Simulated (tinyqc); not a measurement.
# Small-signal admittance of a forward-biased p+-n diode, step by step

tinyqc, about 0.01 s, one thread, Intel Xeon 2.30GHz (shared host): `OMP_NUM_THREADS=1 python tinyqc.py 2890188 2890189 out.jsonl` Printed values are rounded.

Holes injected into a neutral base of width wb with an ohmic contact at its end; low injection, p0 far above the equilibrium density. A small voltage v exp(i w t), w = 2 pi f, modulates the edge density by p0 v/Vt, and the small-signal density obeys Dp d2p/dx2 = (1/tau + i w) p.

Parameters, values chosen for the exercise; permittivity close to that of silicon:
- T = 275 K (temperature)
- eps_r = 11.7 (relative permittivity)
- Nd = 2.5e16 cm^-3 (donor density of the base)
- Dp = 4.7 cm^2/s (hole diffusion coefficient)
- tau = 4e-7 s (hole lifetime)
- wb = 25 um (width of the neutral base)
- p0 = 3.2e14 cm^-3 (excess hole density at the junction edge)
- Na = 3e19 cm^-3 (acceptor density of the p+ side)
- f = 34000 Hz (signal frequency)

Constants: q = 1.602176634e-19 C, kB = 1.380649e-23 J/K, Vt = kB T/q, eps0 = 8.8541878128e-14 F/cm where lengths are in cm. Results are converted to the units shown.

## Closed-form admittance

L = sqrt(Dp tau); direct current J = (q Dp p0/L) coth(wb/L); k = sqrt(1 + i w tau)/L; diffusion admittance Y = (q Dp p0/Vt) k coth(k wb) = G + i w C_diff; junction capacitance C_j = sqrt(q eps0 eps_r Nd/(2 Vr)) in the depletion approximation, with the remaining barrier Vr = Vt ln(Na/p0), a rough value under forward bias; base-width modulation is left out.

L = 13.7113 um
J = 0.185155 A/cm^2
k wb = 1.82497+0.07783i
Y = 7.81651+0.27023i S/cm^2
C_diff = 1.26493 uF/cm^2
C_j = 0.0874485 uF/cm^2

G is 1.00 times its low-frequency value J/Vt, and C_diff is 14.5 times C_j.

## The same by finite differences

8 equal intervals, h = wb/8; u = small-signal density over its edge value, u_0 = 1, u_8 = 0; u_(i-1) + b u_i + u_(i+1) = 0 with b = -2 - h^2 (1/tau + i w)/Dp; Y = (q Dp p0/(Vt h)) (-b/2 - u_1), which includes the half box at the edge.

b = -2.05194-0.00444i
u, node 1 to 7: 0.784102-0.006272i  0.608962-0.009390i  0.465496-0.010292i  0.346256-0.009663i  0.245045-0.007998i  0.156598-0.005662i  0.076310-0.002924i
Y on the mesh = 7.87019+0.27631i S/cm^2

Against the closed form the real part is 0.69 % above it and the imaginary part 2.3 % above it; |k h| = 0.23.
